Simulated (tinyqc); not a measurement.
Square on-chip spiral inductor, lumped pi model: one step of the calculation.

Outer diameter do = di + 2 n wd + 2 (n - 1) sp, mean da = (do + di)/2, fill p = (do - di)/(do + di), length l = 4 n da. L = 2.34 mu0 n^2 da/(1 + 2.75 p), mu0 = 4 pi 1e-7 H/m. Rs = rho l/(wd delta (1 - exp(-th/delta))), delta = sqrt(rho/(pi f mu0)). Cs = n wd^2 eps0 eo/hu across the coil. At each end Cox = l wd eps0 eo/(2 ho) leads to the substrate branch Rsi = 2 rs he/(l wd) in parallel with Csi = l wd eps0 11.7/(2 he). With one end grounded Y = 1/(Rs + i w L) + i w Cs + 1/[1/(i w Cox) + 1/(1/Rsi + i w Csi)], w = 2 pi f; Q = -Im Y/Re Y. Eddy currents in neighbouring turns and in the substrate are left out.

Question. Admittance, quality factor and apparent inductance. Series branch 1/(Rs + i w L), substrate branch, total Y, Q = -Im Y/Re Y, apparent inductance Im(1/Y)/w, metal-only value w L/Rs, share of the loss in the substrate Re(substrate branch)/Re Y.

Inputs (values chosen for the exercise):

| symbol | value | unit | meaning |
|---|---|---|---|
| f | 9.3 | GHz | frequency |

L = 4.8067451 nH
Rs = 7.3552001 ohm
Cs = 17.929730 fF
Cox = 63.829840 fF
Rsi = 2080.7324 ohm
Csi = 49.787275 fF

Give: series branch; substrate branch; Y; Q; apparent inductance; w L/Rs; share of the loss in the substrate.

Answer.

series branch = 0.093-3.558i mS
substrate branch = 0.151+1.645i mS
Y = 0.2441-0.8648i mS
Q = 3.543
apparent inductance = 18.33 nH
w L/Rs = 38.19
share of the loss in the substrate = 61.83 %

Q is 9.28 % of the metal-only value.

Program tinyqc, `OMP_NUM_THREADS=1 python tinyqc.py 2302160 2302161 out.jsonl`; Intel Xeon 2.30GHz, shared host, one thread, about 0.01 s.
